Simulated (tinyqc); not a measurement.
Hydrogen passivation of interface dangling bonds: competing passivation and dissociation with distributed barriers: one step, computed by the program tinyqc. Command: `OMP_NUM_THREADS=1 python tinyqc.py 3015530 3015531 out.jsonl passiv walk`. One thread of a shared host (Intel(R) Xeon(R) Processor @ 2.30GHz), about 0.02 s of CPU time with the checks.

P_b + H2 gives P_bH + H at the rate k_f [H2]; P_bH gives P_b + H at the rate k_d. All defects start unpassivated. E_f and E_d are Gaussian and independent.

Question. Distributed barriers. [H2] = solubility factor x p; a = k_f0 [H2] exp(-E_f/(k_B T)), d = k_d0 exp(-E_d/(k_B T)). For one pair of barriers the active share is y = [d + a exp(-(a + d) t)]/(a + d). Temperatures in kelvin are T(C) + 273.15. Average y over both Gaussians with 40 x 40 Gauss-Hermite points. Active density N0 y; threshold shift if each active defect holds one charge, e N0 y t_ox/(3.9 eps_0).

Inputs (values chosen for the exercise, close to those used for P_b centres at the silicon-oxide interface):

| quantity | value | unit |
|---|---|---|
| defect density N0 | 3.4e+12 | 1/cm^2 |
| passivation prefactor k_f0 | 2.1e-07 | cm^3/s |
| mean passivation barrier E_f | 1.46 | eV |
| spread sigma_f | 0.041 | eV |
| dissociation prefactor k_d0 | 2e+12 | 1/s |
| mean dissociation barrier E_d | 2.65 | eV |
| spread sigma_d | 0.042 | eV |
| H2 in the oxide per atm, solubility factor | 3.5e+17 | 1/(cm^3 atm) |
| hydrogen pressure p | 0.03 | atm |
| anneal temperature T | 275 | C |
| anneal time t | 290 | s |
| oxide thickness | 4.8 | nm |

Constants: k_B = 8.617333262e-05 eV/K; e = 1.602176634e-19 C; eps_0 = 8.8541878128e-12 F/m.

Give: active share y; active density; threshold shift.

Answer.

active share y = 0.9661

active density = 3.285e+12 1/cm^2

threshold shift = 731.5 mV
